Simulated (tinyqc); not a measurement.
Worked calculation: density of states of one tight-binding band on the triangular lattice. Values are carried at full precision from step to step, so a last printed digit may differ when a step is redone from the rounded ones.

E(k) = -2 t (cos 2 pi k1 + cos 2 pi k2 + cos 2 pi (k1 + k2)); k in fractions of the reciprocal vectors, mesh k_i = j/N with j = 0 .. N-1. Densities are per cell and per spin, so the band holds one state.

Inputs chosen for the exercise:
```
symbol  value    unit  meaning
t       2.03     eV    nearest hopping
N       5              mesh points along each axis
bins    8              bins of the histogram
E_lo    -12.213  eV    lower end of the histogram
E_hi    6.117    eV    upper end
E       -5.66    eV    energy at which the density is wanted
sigma   0.406    eV    Gaussian width
```

## Energies on the mesh

Evaluate the band at all 25 points and collect equal values.

Distinct energies:
```
E_k (eV)  points
-12.1800       1
-6.5692        6
0.7754         6
2.5092         6
5.3146         6
```

The 25 points give 5 distinct energies between -12.1800 and 5.3146 eV; a dense mesh gives a band from -12.180 to 6.090 eV.

## Histogram

Count the points in equal bins from E_lo to E_hi; g = count/(all points x bin width).

Histogram:
```
from (eV)  to (eV)  points  g (1/eV)
-12.2130   -9.9217       1    0.0175
-9.9217    -7.6305       0    0.0000
-7.6305    -5.3392       6    0.1047
-5.3392    -3.0480       0    0.0000
-3.0480    -0.7568       0    0.0000
-0.7568     1.5345       6    0.1047
1.5345      3.8258       6    0.1047
3.8258      6.1170       6    0.1047
```

Empty bins: 3 of 8; the fullest holds 6 points. Empty bins inside the band come from the coarse mesh, not from gaps.

## Gaussian broadening at one energy

Gaussian broadening: g(E) = mean over the mesh of exp(-(E - E_k)^2/(2 sigma^2))/(sigma sqrt(2 pi)), n(E) = mean of erfc((E_k - E)/(sigma sqrt 2))/2.

Sum over the distinct energies with their counts.

n(E) = 0.2770
g(E) = 0.0192 1/eV

## One triangle of the mesh

For corner energies e1 <= e2 <= e3 and eij = ei - ej, the share of the triangle below E is n = (E - e1)^2/(e21 e31) for e1 < E < e2 and n = 1 - (e3 - E)^2/(e31 e32) for e2 < E < e3; its density of states is g = dn/dE.

corner energies, sorted (eV): -6.5692  0.7754  2.5092

Find its share below E and its density of states at E.

n = 0.0124
g = 0.0273 1/eV

E lies between corners 1 and 2.

## Sum over all linear triangles

Each cell of the mesh is cut along (i+1, j)-(i, j+1) into two triangles. For corner energies e1 <= e2 <= e3 and eij = ei - ej, the share of the triangle below E is n = (E - e1)^2/(e21 e31) for e1 < E < e2 and n = 1 - (e3 - E)^2/(e31 e32) for e2 < E < e3; its density of states is g = dn/dE.

Average n and g over all pieces of the mesh. The reference uses the same method with N = 240.

n(E) = 0.1508
g(E) = 0.0352 1/eV
reference n(E) = 0.173
reference g(E) = 0.032 1/eV

On this mesh the linear method errs by +0.004 1/eV in g and -0.022 in n; the Gaussian sum erred by -0.012 and +0.104.

## Checks

- States below the top of the band by the linear method against one: both 1.000000.

tinyqc: `OMP_NUM_THREADS=1 python tinyqc.py 1682566 1682567 out.jsonl`; about 0.09 s, one thread, shared Intel(R) Xeon(R) Processor @ 2.30GHz.
